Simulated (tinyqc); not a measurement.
Velocity overshoot from momentum and energy balance equations after a field step. From steady velocity back to low-field mobility mu_0. Computed by tinyqc, a small Python program. Command: `OMP_NUM_THREADS=1 python tinyqc.py 3016785 3016786 out.jsonl overshoot inv`. One thread of a shared host (Intel(R) Xeon(R) Processor @ 2.30GHz), about 0.07 s of CPU time with the checks.

At t = 0 the field jumps from 0 to F in a uniform sample. v is the drift velocity and u = w - (3/2) k_B T the excess energy per carrier.

Inputs (values chosen for the exercise, modelled on holes in silicon except for tau_E): effective mass m = 0.39 m_0; saturation velocity v_s = 0.88 1e7 cm/s; energy relaxation time tau_E = 0.72 ps; field after the step F = 56 kV/cm; lattice temperature T = 300 K.

Scheme: explicit Euler.

Constants: m_0 = 9.1093837015e-31 kg; e = 1.602176634e-19 C; k_B = 8.617333262e-05 eV/K.

Method. dv/dt = e F/m - v/tau_m(u), du/dt = e F v - u/tau_E, tau_m(u) = tau_0/(1 + c u), tau_0 = m mu_0/e, c = mu_0/(e tau_E v_s^2); this choice gives the steady state v (1 + mu_0 F v/v_s^2) = mu_0 F, which saturates at v_s. Steady velocity v = 2 mu_0 F/(1 + sqrt(1 + 4 (mu_0 F/v_s)^2)); u = e F v tau_E; carrier temperature T + 2u/(3 k_B), neglecting the drift energy m v^2/2.

Task: A run gave the result below. Find the low-field mobility mu_0, known to lie between 240 and 530 cm^2/(V s).

steady velocity = 0.7406451 1e7 cm/s

Result:

Each step takes the trial c = (a f_b - b f_a)/(f_b - f_a), f being the result less the target and a, b, c the logarithms of the listed values; c replaces end b, the old b replaces a if the sign of f changed, and otherwise f_a is halved.

Scan of the range:
```
low-field mobility mu_0 (cm^2/(V s))  steady velocity (1e7 cm/s)
240                                                     0.637863
274                                                     0.663120
313                                                     0.686399
357                                                     0.707384
407                                                     0.726364
464                                                     0.743513
530                                                     0.759159
```

False position (Illinois rule, in the logarithm of the input) inside the bracket:
```
step    end a    end b    trial  steady velocity (1e7 cm/s)
1     407.000  464.000  453.941                    0.740768
2     407.000  453.941  453.104                    0.740535
3     453.941  453.104  453.500                    0.740645
4     453.104  453.500  453.500                    0.740645
```

Steady velocity rises at every point of a 13-point scan of the range (every second point is shown), so one value fits; it is bracketed by 407 and 464. Answer: low-field mobility mu_0 = 453.5 cm^2/(V s).
